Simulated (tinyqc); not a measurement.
# Implanted layer, carriers, mobility and sheet resistance: two studies

An n-type layer from the surface x = 0 to the junction xj, N(x) = N0 exp(-(x - Rp)^2/(2 sg^2)). Local neutrality (no depletion at surface or junction, no spilling of carriers), intrinsic carriers neglected, full ionisation of active dopants.

Parameters, values chosen for the exercise; values close to those of phosphorus in silicon over a p-type background:
- T = 300 K (temperature)
- Nb = 7.2e14 cm^-3 (background doping of the opposite type)
- N0 = 9.1e18 cm^-3 (peak chemical concentration)
- m1 = 68.7 cm^2/(V s) (mobility limit at high doping)
- m2 = 1400 cm^2/(V s) (mobility limit at low doping, at 300 K)
- Nr = 9.24e16 cm^-3 (reference doping of the mobility law)
- am = 0.729 (exponent of the mobility law)
- bt = 1.9 (temperature exponent of m2)
- Ns = 4.05e20 cm^-3 (solubility limit of active dopant)
- sg = 53 nm (straggle after annealing)
- Rp = 82 nm (projected range)

Constants: q = 1.602176634e-19 C. Results are converted to the units shown.

Each table varies one quantity; the others keep the values above.

## Effect of the peak chemical concentration

xj = Rp + sg sqrt(2 ln(N0/Nb)). Active dopant A = min(N, Ns); n = A - Nb; mobility mu = m1 + (m2 (T/300 K)^(-bt) - m1)/(1 + ((A + Nb)/Nr)^am). Dose = integral of N, carrier sheet density = integral of n, 1/Rs = q integral of n mu, mean mobility 1/(q Rs sheet density), Hall mobility (unit Hall factor) = integral of n mu^2 over integral of n mu, Hall sheet density = (integral of n mu)^2/integral of n mu^2; all from 0 to xj. Integrals on 4000 steps.

Effect of the peak chemical concentration:

| N0 (cm^-3) | xj (nm) | dose (cm^-2) | carriers (cm^-2) | Rs (ohm/square) | mean mobility (cm^2/(V s)) | Rs xj (ohm nm) | Hall/true sheet density |
|---|---|---|---|---|---|---|---|
| 5.3e17 | 274.6 | 6.611e12 | 6.591e12 | 2170 | 436.3 | 5.959e5 | 0.9358 |
| 1.5e18 | 289.2 | 1.871e13 | 1.869e13 | 1209 | 276.1 | 3.497e5 | 0.8962 |
| 3.9e18 | 301.8 | 4.866e13 | 4.863e13 | 698.7 | 183.7 | 2.109e5 | 0.8730 |
| 1.1e19 | 314.6 | 1.372e14 | 1.372e14 | 359.0 | 126.7 | 1.130e5 | 0.8793 |
| 2.9e19 | 326.1 | 3.618e14 | 3.618e14 | 175.1 | 98.54 | 5.709e4 | 0.9115 |
| 7.9e19 | 337.3 | 9.856e14 | 9.856e14 | 75.86 | 83.48 | 2.559e4 | 0.9500 |
| 2.2e20 | 348.4 | 2.745e15 | 2.745e15 | 29.99 | 75.83 | 1.045e4 | 0.9772 |
| 5.9e20 | 358.6 | 7.361e15 | 6.270e15 | 13.69 | 72.70 | 4910 | 0.9893 |
| 1.6e21 | 368.5 | 1.996e16 | 7.914e15 | 10.91 | 72.26 | 4022 | 0.9920 |

Read the table: what changes, and by how much?

As N0 goes from 5.3e17 to 1.6e21, xj rises from 275 to 369 nm, Rs falls from 2170 to 10.9 ohm/square, the mean mobility falls from 436 to 72.3 cm^2/(V s) and the share of the dose that conducts goes from 99.7 through a maximum of 100 (at N0 = 7.9e19 and 2.2e20 among the rows listed) to 39.6 %. Rs goes as dose^(-0.56) at the low end and dose^(-0.23) at the high end; constant mobility and activation would give -1. Above N0 = Ns = 4.05e20 cm^-3 added dopant only widens the clipped top.

## Effect of the straggle after annealing

Same model as above.

Integrals on 4000 steps.

Effect of the straggle after annealing:

| sg (nm) | xj (nm) | dose (cm^-2) | carriers (cm^-2) | Rs (ohm/square) | mean mobility (cm^2/(V s)) | Rs xj (ohm nm) | Hall/true sheet density |
|---|---|---|---|---|---|---|---|
| 20 | 168.9 | 4.562e13 | 4.561e13 | 959.4 | 142.6 | 1.621e5 | 0.8180 |
| 29 | 208.0 | 6.599e13 | 6.598e13 | 670.1 | 141.2 | 1.394e5 | 0.8497 |
| 43 | 268.9 | 9.531e13 | 9.529e13 | 479.6 | 136.6 | 1.290e5 | 0.8773 |
| 65 | 364.5 | 1.329e14 | 1.329e14 | 351.9 | 133.5 | 1.283e5 | 0.8698 |
| 96 | 499.2 | 1.759e14 | 1.759e14 | 266.3 | 133.3 | 1.329e5 | 0.8566 |
| 140 | 690.5 | 2.302e14 | 2.302e14 | 201.7 | 134.4 | 1.393e5 | 0.8456 |
| 210 | 994.7 | 3.123e14 | 3.122e14 | 146.8 | 136.2 | 1.460e5 | 0.8368 |

As sg goes from 20 to 210, xj rises from 169 to 995 nm, Rs falls from 959 to 147 ohm/square, the mean mobility goes from 143 through a minimum of 133 (at sg = 96 among the rows listed) to 136 cm^2/(V s) and the share of the dose that conducts stays near 100 %. The peak N0 is held, so the dose changes too. Rs goes as sg^(-0.80) over the table.

tinyqc, about 0.01 s, one thread, Intel Xeon 2.30GHz (shared host): `OMP_NUM_THREADS=1 python tinyqc.py 2110052 2110053 out.jsonl`
